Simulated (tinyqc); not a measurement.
A particle near a wafer in liquid: double-layer and van der Waals forces (DLVO), deposition barrier and removal: one step, computed by the program tinyqc. Command: `OMP_NUM_THREADS=1 python tinyqc.py 3112973 3112974 out.jsonl dlvo walk`. One thread of a shared host (Intel(R) Xeon(R) Processor @ 2.30GHz), about 0.01 s of CPU time with the checks.

Sphere and flat wall, Derjaguin approximation, constant potentials in the linear-superposition form, no retardation and no hydration force.

Question. Removing an attached particle. Adhesion F_a = A R/(6 h0^2) [1 + a^2/(R h0)] - kappa Z R exp(-kappa h0), a the contact radius. Drag in a shear flow F_d = 1.7 x 6 pi mu R^2 G, acting at 1.4 R; rolling starts when 1.4 R F_d = a F_a. Wall shear stress = mu G.

Inputs (values chosen for the exercise, of the order of those for ceria on silica in water):

| quantity | value | unit |
|---|---|---|
| particle radius R | 420 | nm |
| Hamaker constant A | 1.6e-20 | J |
| temperature T | 323 | K |
| contact distance h0 | 0.4 | nm |
| contact radius over R | 0.094 | - |
| viscosity | 0.66 | mPa s |

kappa = 1.053083 1/nm

Z = 21.74616 pN

Give: van der Waals adhesion; net adhesion F_a; wall shear stress for rolling; shear rate G.

Answer.

van der Waals adhesion = 71944.6 pN

net adhesion F_a = 65633 pN

wall shear stress for rolling = 779.6 Pa

shear rate G = 1.181e+06 1/s
